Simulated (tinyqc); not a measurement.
Hydrogen passivation and dissociation of interface defects with a spread of activation energies. Changing the dissolved hydrogen [H2]. Computed by tinyqc, a small Python program. Command: `OMP_NUM_THREADS=1 python tinyqc.py 3025141 3025142 out.jsonl passivation sweep`. One thread of a shared host (Intel(R) Xeon(R) Processor @ 2.30GHz), about 0.02 s of CPU time with the checks.

Active defects P react as P + H2 -> HP + H and HP -> P + H; released atomic hydrogen is removed. All defects start active. Activation energies are normally distributed, independently for the two reactions.

Inputs (values chosen for the exercise, for a model interface):
```
quantity                        value    unit
defect density N_0            5.1e+12   cm^-2
mean passivation energy E_f       1.6      eV
spread s_f                      0.095      eV
prefactor k_f0                3.8e-09  cm^3/s
mean dissociation energy E_d     2.87      eV
spread s_d                      0.073      eV
prefactor k_d0                4.8e+13     1/s
anneal temperature T              880       K
anneal time t                    1900       s
```

Ambient: hydrogen.

Constants: k_B = 8.617333262e-05 eV/K.

Method. a = k_f0 [H2] exp(-E_f/k_B T), b = k_d0 exp(-E_d/k_B T); the active share of one kind of site is b/(a + b) + (a/(a + b)) exp(-(a + b) t). Full average: z from -5 to 5 in steps of 0.125 with normalised weights exp(-z^2/2), energy = mean + spread x z, over both energies.

One run for each value:
```
dissolved hydrogen [H2] (cm^-3)  active share  active share, single energy  steady active share, single energy
1.00e+14                            8.099e-01                    8.735e-01                           8.707e-01
4.00e+14                            6.000e-01                    6.291e-01                           6.273e-01
2.00e+15                            3.220e-01                    2.518e-01                           2.518e-01
7.00e+15                            1.590e-01                    8.773e-02                           8.773e-02
3.00e+16                            5.569e-02                    2.195e-02                           2.195e-02
1.00e+17                            2.010e-02                    6.687e-03                           6.687e-03
6.00e+17                            3.764e-03                    1.121e-03                           1.121e-03
2.00e+18                            1.157e-03                    3.365e-04                           3.365e-04
1.00e+19                            2.338e-04                    6.732e-05                           6.732e-05
```

Describe and explain the trends.

Over the rows, active share falls from 0.810 to 2.34e-4 (exponent d ln y / d ln x -0.22 between the first rows and -0.99 between the last); active share, single energy falls from 0.873 to 6.73e-5 (exponent d ln y / d ln x -0.24 between the first rows and -1.00 between the last); steady active share, single energy falls from 0.871 to 6.73e-5 (exponent d ln y / d ln x -0.24 between the first rows and -1.00 between the last). At the high end the exponent of steady active share, single energy is -1.00, close to -1: the exponent of the steady state b/(a + b) with a >> b.
